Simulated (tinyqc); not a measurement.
## MOS capacitor on a p-type substrate, surface potential from the exact charge relation: effect of the gate work function on threshold and swing

Uniform p-type substrate, Boltzmann statistics, full ionisation, classical densities. psi is the surface potential against the body (positive when the bands bend down) and u = psi/Vt. Traps are spread evenly over the gap and neutral at flat band, so their charge is -q Dit psi; the minority quasi-Fermi level is shifted by Vb.

ni = sqrt(Nc Nv) exp(-Eg/(2 Vt)), Eg in volts; phiF = Vt ln(N/ni); Cox = eps0 eox/tox; Vfb = phiM - chi - (Eg - Vt ln(Nv/N)) - q Nf/Cox; VT = Vfb + [(2 phiF + Vb)(1 + q Dit/Cox) + sqrt(2 eps0 eps_r q N (2 phiF + Vb))/Cox]. gamma = sqrt(2 eps0 eps_r q N)/Cox; Wm = sqrt(2 eps0 eps_r (2 phiF + Vb)/(q N)); m = 1 + (eps0 eps_r/Wm + q Dit)/Cox; swing m Vt ln 10; Cmin/Cox = 1/(1 + Cox Wm/(eps0 eps_r)).

Values chosen for this exercise; band and dielectric values close to those of germanium: temperature T = 273 K; band gap Eg = 0.667 eV; relative permittivity eps_r = 16; conduction-band density of states at T Nc = 8.85e18 cm^-3; valence-band density of states at T Nv = 5.24e18 cm^-3; electron affinity chi = 3.96 eV; acceptor density of the substrate N = 1.2e17 cm^-3; relative permittivity of the gate insulator (close to silicon dioxide) eox = 3.9; insulator thickness tox = 4.1 nm; fixed charge at the interface, in units of q Nf = 0 cm^-2; density of interface traps Dit = 0 cm^-2 eV^-1; reverse bias of the inversion layer against the body Vb = 0 V.

Constants: q = 1.602176634e-19 C, kB = 1.380649e-23 J/K, Vt = kB T/q, eps0 = 8.8541878128e-14 F/cm where lengths are in cm. Results are converted to the units shown.

The same in every row: 2 phiF (V) = 0.47698; gamma (V^0.5) = 0.27712; Wm (nm) = 83.840; m = 1.2006; swing (mV/decade) = 65.037; Cmin/Cox = 0.16710.

Results:

| phiM (eV) | Vfb (V) | VT (V) |
|---|---|---|
| 3.96 | -0.57815 | 0.090214 |
| 4.16 | -0.37815 | 0.29021 |
| 4.36 | -0.17815 | 0.49021 |
| 4.56 | 0.021845 | 0.69021 |
| 4.96 | 0.42185 | 1.0902 |
| 5.16 | 0.62185 | 1.2902 |

Estimate the missing row, phiM = 4.76 eV.

Computed row:

| phiM (eV) | Vfb (V) | VT (V) |
|---|---|---|
| 4.76 | 0.22185 | 0.89021 |

With this row back in the table: As phiM goes from 3.96 to 5.16, VT rises from 0.0902 to 1.29 V, the swing stays at 65.0 mV/decade and Cmin/Cox stays at 0.167. The whole change of VT is that of Vfb: the curve shifts rigidly.

Numbers from tinyqc (`OMP_NUM_THREADS=1 python tinyqc.py 2060129 2060130 out.jsonl`; about 0.01 s on one thread of a shared Intel Xeon 2.30GHz).
